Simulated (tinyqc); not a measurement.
Ranking of structures: pair-potential crystal by lattice sums. Computed by tinyqc, a small Python program. Command: `OMP_NUM_THREADS=1 python tinyqc.py 3001727 3001728 out.jsonl pairsum walk`. One thread of a shared host (Intel(R) Xeon(R) Processor @ 2.30GHz), about 0.02 s of CPU time with the checks.

Energy per atom E = (1/2) sum over neighbours of phi(r); d is the nearest-neighbour distance.

Inputs (values chosen for the exercise, for model atoms):

| quantity | value | unit |
|---|---|---|
| well depth eps | 0.441 | eV |
| pair minimum r0 | 2.43 | angstrom |
| cut-off r_c/r0 | 2.41 | - |
| repulsive exponent n | 14 | - |
| attractive exponent m | 6 | - |

Potential: Mie n-m. Structure: bcc.

Constants: 1 eV/angstrom^3 = 160.2176634 GPa.

Method:
- phi0(r) = eps [m (r0/r)^n - n (r0/r)^m]/(n - m); shifted-force cut-off: phi(r) = phi0(r) - phi0(r_c) - (r - r_c) phi0'(r_c) for r < r_c, zero beyond.
- Shells (distance in units of d, count): fcc 1.0000 (12), 1.4142 (6), 1.7321 (24), 2.0000 (12), 2.2361 (24), 2.4495 (8), 2.6458 (48), 2.8284 (6), 3.0000 (36), 3.1623 (24); hcp 1.0000 (12), 1.4142 (6), 1.6330 (2), 1.7321 (18), 1.9149 (12), 2.0000 (6), 2.2361 (12), 2.3805 (12), 2.4495 (6), 2.5166 (6), 2.5820 (12), 2.6458 (24), 2.7080 (6), 2.8868 (12), 3.0000 (12), 3.1091 (24), 3.1623 (12); bcc 1.0000 (8), 1.1547 (6), 1.6330 (12), 1.9149 (24), 2.0000 (8), 2.3094 (6), 2.5166 (24), 2.5820 (24), 2.8284 (24), 3.0000 (32); sc 1.0000 (6), 1.4142 (12), 1.7321 (8), 2.0000 (6), 2.2361 (24), 2.4495 (24), 2.8284 (12), 3.0000 (30), 3.1623 (24); diamond 1.0000 (4), 1.6330 (12), 1.9149 (12), 2.3094 (6), 2.5166 (12), 2.8284 (24), 3.0000 (16). Volumes per atom in d^3: fcc 0.70711, hcp 0.70711, bcc 0.76980, sc 1.00000, diamond 1.53960; hcp has the ideal c/a. Every shell inside the cut-off is summed.
- Equilibrium: dE/dd = 0 at the lowest minimum with d between 0.78 r0 and 1.45 r0; B = d^2 E''(d)/(9 Omega).

Each structure at its own equilibrium:

| structure | neighbours | d (angstrom) | E (eV/atom) | volume (angstrom^3) | B (GPa) |
|---|---|---|---|---|---|
| fcc | 12 | 2.3904 | -3.0586 | 9.658 | 508.78 |
| hcp | 12 | 2.3905 | -3.0592 | 9.660 | 508.08 |
| bcc | 8 | 2.3473 | -2.8850 | 9.955 | 467.74 |
| sc | 6 | 2.3518 | -1.9155 | 13.008 | 237.01 |
| diamond | 4 | 2.3759 | -1.0826 | 20.648 | 86.12 |

The order is hcp < fcc < bcc < sc < diamond; hcp lies 0.54 meV below fcc. fcc (-3.058637 eV) and hcp (-3.059175 eV) share two shells and differ from the third on. Pair forces reward the number of bonds: diamond reaches only 35 % of the best binding. Caution: each structure is relaxed in d alone and may be unstable against shear; the tiny fcc-hcp difference depends on the cut-off.

Extremes, crossings and ranges named in words are read from the listed rows.
